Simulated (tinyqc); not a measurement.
Empty-lattice bands from Gamma to L: Brillouin zone and empty-lattice bands of the hcp structure.

Primitive vectors a1 = a (1,0,0), a2 = a (-1/2, sqrt3/2, 0), a3 = (0,0,c); atoms at 0 and a1/3 + 2 a2/3 + a3/2. Reciprocal vectors obey a_i.b_j = 2 pi delta_ij; k is given in units of 2 pi/a. Empty-lattice levels are c0 (2 pi/a)^2 |k + G|^2, c0 = hbar^2/2m0. Points: M = (1/2, 1/(2 sqrt3), 0), K = (2/3, 0, 0), A = (0, 0, a/2c), L = M + A, H = K + A.

Constants: hbar^2/2m0 = 3.80998211 eV angstrom^2.

Parameters, chosen for this exercise (out of a larger set: lattice near that of Ru; not measured data): a = 2.704 angstrom (lattice constant); ca = 1.582 (c/a).

k = f x L; the eight lowest levels, degenerate ones repeated.

Levels (eV):

| f | 1 | 2 | 3 | 4 | 5 | 6 | 7 | 8 |
|---|---|---|---|---|---|---|---|---|
| 0.000 | 0.00 | 8.22 | 8.22 | 27.43 | 27.43 | 27.43 | 27.43 | 27.43 |
| 0.167 | 0.25 | 7.10 | 9.84 | 23.10 | 25.39 | 25.39 | 29.95 | 29.96 |
| 0.333 | 0.99 | 6.47 | 11.95 | 19.28 | 23.85 | 23.85 | 24.76 | 28.39 |
| 0.500 | 2.23 | 6.34 | 14.56 | 15.94 | 20.05 | 22.80 | 22.80 | 26.89 |
| 0.667 | 3.96 | 6.70 | 13.10 | 15.84 | 17.66 | 22.25 | 22.25 | 24.99 |
| 0.833 | 6.19 | 7.56 | 10.76 | 12.13 | 21.26 | 22.19 | 22.19 | 23.56 |
| 1.000 | 8.91 | 8.91 | 8.91 | 8.91 | 22.63 | 22.63 | 22.63 | 22.63 |

Band 1 is the parabola f^2 x 8.91 eV. The next levels start from the first shell of G at 8.22 eV; a branch falls at first if its G has a component against k, and branches cross. The second level ends at 8.91 eV, after a minimum of 6.34 eV among these points, and meets band 1 at the zone surface.

(tinyqc, `OMP_NUM_THREADS=1 python tinyqc.py 1880264 1880265 out.jsonl`, Intel(R) Xeon(R) Processor @ 2.30GHz, 1 thread, shared host, about 0.02 s.)
